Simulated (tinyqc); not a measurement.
# Long-channel MOSFET, surface-potential model: two studies

n-channel transistor on a uniformly doped p-type body, gradual-channel approximation, constant mobility, Boltzmann statistics, full ionisation. Potentials are counted from the neutral body; V is the electron quasi-Fermi potential, Vsb at the source and Vsb + Vds at the drain. Charges are magnitudes per area.

Parameters, values chosen for the exercise; material values close to those of gallium nitride:
```
symbol,value,unit,meaning
T,293,K,temperature
Eg,3.44,eV,band gap
eps_r,9.63,,relative permittivity of the semiconductor
Nc,2.19e18,cm^-3,conduction-band density of states at T
Nv,4.39e19,cm^-3,valence-band density of states at T
Na,2.5e16,cm^-3,acceptor density of the body
eox,8.92,,relative permittivity of the gate insulator
tox,27,nm,insulator thickness
Vfb,-1.6,V,flat-band voltage
mu,210,cm^2/(V s),channel mobility
W,5,um,gate width
L,1,um,gate length
Vsb,0,V,source-body reverse bias
Vgs,2.27,V,gate-source voltage
Vds,0.5,V,drain-source voltage
```

Constants: q = 1.602176634e-19 C, kB = 1.380649e-23 J/K, Vt = kB T/q, eps0 = 8.8541878128e-14 F/cm where lengths are in cm. Results are converted to the units shown.

Each table varies one quantity; the others keep the values above.

## Transfer curve from weak to strong inversion

ni = sqrt(Nc Nv) exp(-Eg/(2 Vt)), Eg in volts; phiF = Vt ln(Na/ni); Cox = eps0 eox/tox; gamma = sqrt(2 q eps0 eps_r Na)/Cox. The surface potential psi at channel potential V solves Vgs + Vsb - Vfb - psi = gamma sqrt(G), G = psi - Vt + Vt exp((psi - 2 phiF - V)/Vt). Charge sheet: Qi = Cox gamma [sqrt(G) - sqrt(psi - Vt)]; I = mu (W/L) [integral of Qi dpsi from psi_0 to psi_L (drift) + Vt (Qi0 - QiL) (diffusion)], with psi_0 at V = Vsb and psi_L at V = Vsb + Vds. Pao-Sah: Qi(V) = (Cox gamma/2) integral from 3 Vt to psi of exp((u - 2 phiF - V)/Vt)/sqrt(G(u, V)) du, and I = mu (W/L) integral of Qi dV from Vsb to Vsb + Vds. Square law: VT = Vfb + 2 phiF + gamma sqrt(2 phiF + Vsb), m = 1 + gamma/(2 sqrt(2 phiF + Vsb)), I = mu Cox (W/L) [(Vgs - VT) v - m v^2/2] with v the smaller of Vds and (Vgs - VT)/m, and zero below VT. gm = dI/dVgs of the charge-sheet current.

Transfer curve from weak to strong inversion:
```
Vgs (V)	I, charge sheet (uA)	I, Pao-Sah (uA)	drift share (%)	gm/I (1/V)	I, square law (uA)
1.84	1.189e-5	1.194e-5	0.002805	36.43	0
1.93	3.159e-4	3.173e-4	0.07450	36.44	0
2.02	0.008271	0.008308	1.882	35.80	0
2.1	0.1203	0.1214	18.78	29.47	0.5297
2.19	0.9559	0.9706	52.04	17.29	3.244
2.28	3.265	3.326	69.93	10.83	8.263
2.37	7.386	7.531	78.78	7.645	15.59
2.45	12.69	12.94	83.35	6.005	24.03
2.54	20.57	20.97	86.69	4.809	35.70
```

Read the table: what changes, and by how much?

The charge-sheet current rises from 1.19e-5 to 20.6 uA. In the first row gm/I is 36.4 1/V, a swing of 63.2 mV a decade, against Vt ln 10 = 58.1 mV a decade for an ideal gate; in the last it is 4.81 1/V. Drift passes half of the current at Vgs = 2.19 V among the rows listed (VT = 2.04 V). The charge sheet departs most from Pao-Sah at Vgs = 2.45 V, where it is 1.9 % below it. In the last row the square law is 70 % above Pao-Sah. For Vgs = 2.19 to 2.54 V the surface electron density at the source passes 0.3 Nc, where degeneracy and quantisation, left out here, matter.

## Effect of the insulator thickness

VT = Vfb + 2 phiF + gamma sqrt(2 phiF + Vsb), m = 1 + gamma/(2 sqrt(2 phiF + Vsb)). The swing is 20 mV/log10[I(VT - 0.14 V)/I(VT - 0.16 V)] of the charge-sheet current at the given Vds.

Effect of the insulator thickness:
```
tox (nm)	gamma (V^0.5)	VT (V)	m	swing (mV/decade)	I at Vgs, Vds (uA)
9	0.09418	1.705	1.027	59.98	73.99
12	0.1256	1.761	1.035	60.52	44.46
16	0.1674	1.835	1.047	61.23	23.27
22	0.2302	1.946	1.065	62.29	8.316
30	0.3139	2.095	1.089	63.71	1.316
40	0.4186	2.280	1.118	65.48	0.01177
54	0.5651	2.540	1.159	67.96	1.932e-6
```

As tox goes from 9 to 54 nm, VT rises from 1.71 to 2.54 V, the swing rises from 60.0 to 68.0 mV a decade and the current falls from 74.0 to 1.93e-6 uA. The swing is 0.51 % above m Vt ln 10 in the first row and 0.82 % above it in the last. The gate voltage is below VT in 2 of the 7 rows. For tox = 9 to 30 nm the surface electron density at the source passes 0.3 Nc, where degeneracy and quantisation, left out here, matter.

tinyqc, about 0.04 s, one thread, Intel Xeon 2.30GHz (shared host): `OMP_NUM_THREADS=1 python tinyqc.py 2360041 2360042 out.jsonl`
